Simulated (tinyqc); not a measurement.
Strain, valley repopulation and piezoresistance in a many-valley conduction band: one step, computed by the program tinyqc. Command: `OMP_NUM_THREADS=1 python tinyqc.py 3009096 3009097 out.jsonl valleys walk`. One thread of a shared host (Intel(R) Xeon(R) Processor @ 2.30GHz), about 0.02 s of CPU time with the checks.

Valleys are ellipsoids with mass m_l along the axis a and m_t across it, parabolic, with one constant relaxation time; strain shifts the valleys and leaves the masses alone. Currents are taken along [100], along the load, and along [010], across the load.

Problem. Valley shifts. Herring-Vogt shift of a valley with unit axis a: dE = Xi_d tr(e) + Xi_u a.e.a.

Inputs (values chosen for the exercise, modelled on silicon): shear deformation potential Xi_u = 9.4 eV; dilation deformation potential Xi_d = 1.1 eV.

Valley axes: <100> (6 valleys in 3 pairs). Load: uniaxial [100].

strain tensor (%):
```
           x           y           z
x  0.1857196   0.0000000   0.0000000
y  0.0000000  -0.0519042   0.0000000
z  0.0000000   0.0000000  -0.0519042
```

Constants: k_B = 8.617333262e-05 eV/K.

Give: shifts dE; splitting (highest minus lowest).

Solution.

shifts dE (meV): x 18.36, y -3.98, z -3.98

splitting (highest minus lowest) = 22.34 meV
